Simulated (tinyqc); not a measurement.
Longitudinal sound in a periodic multilayer: transfer matrices, stop bands and folded phonons: one step, computed by the program tinyqc. Command: `OMP_NUM_THREADS=1 python tinyqc.py 3029047 3029048 out.jsonl multilayer walk`. One thread of a shared host (Intel(R) Xeon(R) Processor @ 2.30GHz), about 0.01 s of CPU time with the checks.

Layers 1 and 2 repeat with period d = d_1 + d_2; waves travel normal to the layers, without loss. State vector (u, s): displacement u and stress divided by omega. Impedances Z = rho v are in 1e6 kg/(m^2 s).

Problem. Transmission through N periods. A layer maps (u, s) by [[cos p, sin p/Z], [-Z sin p, cos p]], p = 2 pi f d_i/v_i; one period is M = M_2 M_1, and cos(q d) = trace(M)/2. For N periods A = M^N. A wave comes from a thick layer of material 1 and leaves into the substrate (Z_s): transmitted power T = 4 Z_1 Z_s/|Z_1 A_22 + Z_s A_11 - i (Z_1 Z_s A_12 - A_21)|^2, reflected power R = 1 - T.

Inputs (values chosen for the exercise, modelled on copper (layer 1), tantalum (layer 2) and gallium arsenide (substrate)): velocity v_1 = 4840 m/s; thickness d_1 = 4.8 nm; velocity v_2 = 4130 m/s; thickness d_2 = 7.93 nm; periods N = 2; frequency f = 173 GHz.

M:
$$\begin{pmatrix}
-0.7108234 & -0.004133917 \\
-9.746206 & -1.463500
\end{pmatrix}$$

Z_2 = 69.384

Z_1 = 43.2212

Z of the substrate = 25.038

Give: A = M^N; transmitted power T; T in decibel.

Solution.

A = M^N:
$$\begin{pmatrix}
0.5456 & 0.008988 \\
21.19 & 2.182
\end{pmatrix}$$

transmitted power T = 0.3672

T in decibel = -4.351 dB
